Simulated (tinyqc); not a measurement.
Inside a calculation. Model: off-state leakage of single and stacked transistors.

Numbers from tinyqc (`OMP_NUM_THREADS=1 python tinyqc.py 2242074 2242075 out.jsonl`; about 0.03 s on one thread of a shared Intel Xeon 2.30GHz). Printed values are rounded.

n-channel devices of unit width. Subthreshold current I(Vg, Vs, Vd) = I0 (T/300 K)^0.5 exp[(Vg - Vs - VT(T) - gb (Vs - Vb) + dd (Vd - Vs))/(nf Vt)] (1 - exp(-(Vd - Vs)/Vt)), VT(T) = VT - cT (T - 300 K). Gate-edge tunnelling Ig (Vd/1 V) exp(ag (Vd - 1 V)), for a gate at 0 V, and band-to-band leakage Ab u exp(-Bb/u), u = Vd - Vb + 1 V, flow at a drain held at V; both are taken as independent of T. In a stack of off transistors (all gates at 0 V) the same subthreshold current passes through each.

Inputs (values chosen for the exercise); values of the order met in bulk silicon logic transistors:
```
symbol,value,unit,meaning
T,300,K,temperature
V,1,V,supply voltage
VT,0.33,V,"threshold at 300 K, zero drain and body bias"
cT,0.6,mV/K,fall of the threshold with temperature
I0,0.38,uA/um,current at threshold at 300 K
nf,1.18,,slope factor
dd,0.12,,drain-induced lowering per volt
gb,0.14,,rise of the threshold per volt of source-body bias
Ig,3e-5,uA/um,gate-edge tunnelling current at 1 V
ag,3.7,1/V,exponential slope of the gate current
Ab,200,uA/(um V),prefactor of band-to-band leakage at the drain
Bb,28,V,its exponential voltage
Vb,0,V,body voltage
```

Constants: q = 1.602176634e-19 C, kB = 1.380649e-23 J/K, Vt = kB T/q. Results are converted to the units shown.

## Leakage of one transistor

Vg = Vs = 0, Vd = V; effective threshold VT(T) - gb Vb - dd V.

effective threshold = 0.21 V
parts (nA/um): subthreshold 0.389121, gate edge 0.03, band-to-band 0.332611
total = 0.751732 nA/um
shares (%): subthreshold 51.7632, gate edge 3.99078, band-to-band 44.2460

The subthreshold part is the largest.

## Starting value

Vx = dd V/(1 + gb + 2 dd), the solution for Vx well above Vt, rounded to three decimals.

Vx at the start = 0.087 V

## Iteration 1: new Vx

Stack of two, Vx the node between them: I_low = I(0, 0, Vx), I_up = I(0, Vx, V), f = ln(I_up/I_low), f' = -(1 + gb + 2 dd)/(nf Vt) - 1/(Vt (exp(Vx/Vt) - 1)) - 1/(Vt (exp((V - Vx)/Vt) - 1)), Vx(new) = Vx - f/f'.

I_low = 0.0103525 nA/um
I_up = 0.0107019 nA/um
f = 0.0331954
f' = -46.6223 1/V
Vx after iteration 1 = 0.0877120 V

## Iteration 2: new Vx

As before.

I_low = 0.0103916 nA/um
I_up = 0.0103918 nA/um
f = 1.39219e-5
f' = -46.5834 1/V
Vx after iteration 2 = 0.0877123 V

## Course of the iteration

Stop when the step is below 1e-11 V, or after 40 iterations.

Course of the iteration:
```
iteration  Vx before the step (V)  step (V)
1                           0.087   7.12e-4
2                       0.0877120   2.99e-7
3                       0.0877123  5.16e-14
```

Converged in 3 iterations. The subthreshold current of the stack is 0.01039 nA/um, 37.4 times less than that of one transistor (the drain leakage is unchanged); the estimate exp[dd V (1 + gb + dd)/((1 + gb + 2 dd) nf Vt)] gives 36.3.
